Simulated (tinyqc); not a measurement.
Magnetisation curve: two coupled magnetic layers: synthetic antiferromagnet, spin flop, exchange bias and magnetoresistance. Computed by tinyqc, a small Python program. Command: `OMP_NUM_THREADS=1 python tinyqc.py 3000581 3000582 out.jsonl saf walk`. One thread of a shared host (Intel(R) Xeon(R) Processor @ 2.30GHz), about 0.3 s of CPU time with the checks.

Moments lie in the plane at the angles p1, p2 from the field. Energy per area: E = J1 cos(p1 - p2) + J2 cos^2(p1 - p2) - B M_s (t1 cos p1 + t2 cos p2) + K (t1 cos^2 p1 + t2 cos^2 p2).

Inputs (values chosen for the exercise, for a model stack):

| quantity | value | unit |
|---|---|---|
| saturation magnetisation M_s | 1400 | kA/m |
| thickness t1 | 3.7 | nm |
| thickness t2 | 3.7 | nm |
| antiferromagnetic coupling J1 | 0.95 | mJ/m^2 |
| biquadratic coupling J2 | 0.013 | mJ/m^2 |
| in-plane anisotropy K | 0.61 | kJ/m^3 |
| field over the saturation field | 0.35 | - |

Field direction: along the hard axis.

Method. The parallel state is stable while the Hessian at p1 = p2 = 0 is positive: with c = J1 + 2 J2 and u = B M_s - 2K, (u t1 - c)(u t2 - c) > c^2, so B_sat M_s = c (1/t1 + 1/t2) + 2K. B_K = 2K/M_s. The lowest minimum of E over both angles (from five starts; of two mirror images the one with p1 >= 0, and for equal layers |p1| <= |p2|).

saturation field B_sat = 377.705 mT

Equilibrium states:

| B/B_sat | B (mT) | p1 (degrees) | p2 (degrees) | m/m_sat |
|---|---|---|---|---|
| 0.02 | 7.55 | 88.790 | -88.790 | 0.0211 |
| 0.06 | 22.66 | 86.368 | -86.368 | 0.0634 |
| 0.12 | 45.32 | 82.726 | -82.726 | 0.1266 |
| 0.20 | 75.54 | 77.836 | -77.836 | 0.2107 |
| 0.30 | 113.31 | 71.634 | -71.634 | 0.3151 |
| 0.45 | 169.97 | 62.001 | -62.001 | 0.4695 |
| 0.60 | 226.62 | 51.663 | -51.663 | 0.6203 |
| 0.80 | 302.16 | 35.455 | -35.455 | 0.8146 |
| 0.95 | 358.82 | 17.348 | -17.348 | 0.9545 |
| 1.10 | 415.48 | 0.000 | 0.000 | 1.0000 |

What follows from these numbers?

From the first row the moments are canted and close at B_sat. The largest gap between m/m_sat and B/B_sat in the canted rows is 0.020: J2 bends the curve.

Extremes, crossings and ranges named in words are read from the listed rows.
